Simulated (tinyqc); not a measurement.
Hubbard chain of 4 sites, step by step. One step of it, computed by the program tinyqc.

Task: Mean-field iteration 2. H(up) = T + U n(down), H(down) = T + U n(up); fill the lowest levels; n(new) = n + mixing (n(out) - n); E = tr T (rho up + rho down) + U sum n_up n_down of the output.

one-body matrix (hopping and site energies) (eV), order 1, 2, 3, 4:
$$\begin{pmatrix}
0.000000 & -1.030000 & 0.000000 & 0.000000 \\
-1.030000 & 0.000000 & -1.030000 & 0.000000 \\
0.000000 & -1.030000 & 0.000000 & -1.030000 \\
0.000000 & 0.000000 & -1.030000 & 0.000000
\end{pmatrix}$$

U = 10.800000 eV

electrons, up and down: [2, 2]

mixing = 1

n(up) after iteration 1: 1 0.776645, 2 0.299079, 3 0.700921, 4 0.223355

n(down) after iteration 1: 1 0.223355, 2 0.700921, 3 0.299079, 4 0.776645

Give: levels, up; levels, down; energy; n(up) after iteration 2; n(down) after iteration 2.

Result:

levels, up (eV): [2.1613, 2.8843, 7.9157, 8.6387]

levels, down (eV): [2.1613, 2.8843, 7.9157, 8.6387]

energy = -0.0975 eV

n(up) after iteration 2: 1 0.9680, 2 0.0711, 3 0.9289, 4 0.0320

n(down) after iteration 2: 1 0.0320, 2 0.9289, 3 0.0711, 4 0.9680
